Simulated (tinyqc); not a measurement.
Peak against initial coverage: adsorption as a lattice gas: isotherms with interactions, competition, desorption peaks and saturation dose. Computed by tinyqc, a small Python program. Command: `OMP_NUM_THREADS=1 python tinyqc.py 3009931 3009932 out.jsonl adsorb walk`. One thread of a shared host (Intel(R) Xeon(R) Processor @ 2.30GHz), about 0.2 s of CPU time with the checks.

One adsorbate per site; a molecule needs 1 empty site. Gas and surface have the same temperature.

Inputs (values chosen for the exercise, for a model surface):
```
quantity                           value  unit
desorption energy E                 1.66    eV
prefactor nu                     1.2e+14   1/s
pair energy w (positive repels)   -0.016    eV
neighbours z                           4     -
heating rate beta                    2.9   K/s
```

Adsorption: molecular (first order).

Constants: k_B = 8.617333262e-05 eV/K.

Method. Heating at the rate beta: d theta/dT = -(nu/beta) theta^1 exp(-[E - z w theta]/(k_B T)). Integrated numerically (relative tolerance 1e-9); T_p is the maximum of the rate.

Peak temperatures (K):
```
theta_0   w = 0  with w
0.1      563.96  565.57
0.3      563.96  568.78
0.5      563.96  571.97
0.7      563.96  575.13
0.9      563.96  578.27
```

What does the comparison show, and why?

Without interaction the peak does not move; with w it moves by +12.7 K.

Extremes, crossings and ranges named in words are read from the listed rows.
